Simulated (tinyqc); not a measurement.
Adsorption as a lattice gas: isotherms with interactions, competition, desorption peaks and saturation dose: one step, computed by the program tinyqc. Command: `OMP_NUM_THREADS=1 python tinyqc.py 3019249 3019250 out.jsonl adsorb walk`. One thread of a shared host (Intel(R) Xeon(R) Processor @ 2.30GHz), about 0.2 s of CPU time with the checks.

One adsorbate per site; a molecule needs 1 empty site. Gas and surface have the same temperature.

Task: Flux and the Langmuir coverage. Flux F = p/sqrt(2 pi M k_B T); k_d = nu exp(-E/(k_B T)); s0 F (1 - theta) = N_s k_d theta, so y = s0 F/(N_s k_d), theta = y/(1 + y). With a second gas on the same sites theta = y/(1 + y + K_B p_B).

Inputs (values chosen for the exercise, for a model surface): desorption energy E = 2.07 eV; prefactor nu = 2.3e+14 1/s; site density N_s = 9.9 1/nm^2; molecular mass M = 5.26 u; sticking coefficient s0 = 0.012; temperature T = 796 K; pressure p = 2 Pa; blocking by a second gas, K_B p_B = 0.38.

Adsorption: molecular (first order).

Constants: u = 1.6605390666e-27 kg; k_B = 1.380649e-23 J/K; k_B = 8.617333262e-05 eV/K.

Give: flux F; k_d; y; Langmuir coverage; coverage with the second gas.

Result:

flux F = 81438 1/(nm^2 s)

k_d = 18.02 1/s

y = 5.478

Langmuir coverage = 0.8456

coverage with the second gas = 0.7988
